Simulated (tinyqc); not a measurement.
# Charge-trap memory cell: threshold shift against programming time

Channel, tunnel oxide, storage layer, blocking layer, gate. N electrons per area sit in a sheet at the centroid and shift the threshold by U = (q/eps0) N (tb/eb + xc tn/en). EOT = t1 + 3.9 (tn/en + tb/eb); tunnel field F = (Vg - U)/EOT; dN/dt = eta (J/q)(1 - N/Nm). Fowler-Nordheim: J = A F^2 exp(-B/F), A = q^2/(16 pi^2 hbar mo phi) (times 1e14 for A/cm^2 with F in V/nm, emitter mass m0), B = (4/3) sqrt(mo/C) phi^1.5, C = hbar^2/(2 m0).

The rate equation is integrated from N = 0 to the digits shown; blocking field (3.9 F + q N/eps0)/eb.

Parameters, values chosen for the exercise; oxide values close to those of silicon dioxide, storage layer close to silicon nitride, blocking layer close to aluminium oxide:
- phi = 3.03 eV (tunnel barrier)
- mo = 0.42 m0 (tunnelling mass)
- t1 = 3.7 nm (tunnel oxide (permittivity 3.9))
- tn = 6.5 nm (storage layer)
- en = 7.2 (its relative permittivity)
- tb = 14 nm (blocking layer)
- eb = 9 (its relative permittivity)
- xc = 0.68 (charge centroid, share of tn counted from the blocking side)
- eta = 0.53 (capture efficiency of an empty layer)
- Nm = 6.7e12 cm^-2 (trap density)
- Vg = 16.4 V (gate voltage less flat band and surface potential)

Constants: q = 1.602176634e-19 C, hbar = 1.054571817e-34 J s, m0 = 9.1093837015e-31 kg, eps0 = 8.8541878128e-14 F/cm where lengths are in cm, hbar^2/(2 m0) = 0.0380998212 eV nm^2. Results are converted to the units shown.

Threshold shift against programming time:
```
t (s)	N/Nm	U (V)	F (V/nm)	blocking field (V/nm)
3.2e-8	0.01708	0.04493	1.231	0.5357
1.5e-7	0.07084	0.1863	1.220	0.5383
6.9e-7	0.2219	0.5837	1.190	0.5457
3.2e-6	0.4692	1.234	1.141	0.5578
1.5e-5	0.7236	1.903	1.091	0.5702
7e-5	0.9148	2.406	1.053	0.5796
0.00032	0.9956	2.619	1.037	0.5836
0.0015	1.000	2.630	1.036	0.5838
0.007	1.000	2.630	1.036	0.5838
0.033	1.000	2.630	1.036	0.5838
```

U rises from 0.0449 to 2.63 V, by 0.000 V a decade at the end. The traps are 100 % full, so filling caps the shift at 2.63 V.

Range of the model: The Fowler-Nordheim form needs F t1 above phi; trap-assisted paths and leakage through the blocking layer are left out.

Numbers from tinyqc (`OMP_NUM_THREADS=1 python tinyqc.py 2130076 2130077 out.jsonl`; about 0.09 s on one thread of a shared Intel Xeon 2.30GHz).
